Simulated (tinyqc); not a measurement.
Density of states of one tight-binding band on the triangular lattice: one step. Gaussian broadening at one energy.

Gaussian broadening: g(E) = mean over the mesh of exp(-(E - E_k)^2/(2 sigma^2))/(sigma sqrt(2 pi)), n(E) = mean of erfc((E_k - E)/(sigma sqrt 2))/2.

Parameters, chosen for this exercise: E = 1.08 eV (energy at which the density is wanted); sigma = 0.705 eV (Gaussian width).

Distinct energies:
```
E_k (eV)    points
-14.100000       1
-4.700000        6
4.700000         9
```

Question. Sum over the distinct energies with their counts.

Give: n(E); g(E).

Answer.

n(E) = 0.4375
g(E) = 0.0000 1/eV

Run: tinyqc, `OMP_NUM_THREADS=1 python tinyqc.py 1651730 1651731 out.jsonl`; Intel(R) Xeon(R) Processor @ 2.30GHz, one thread, shared host; about 0.09 s of CPU time with all checks.
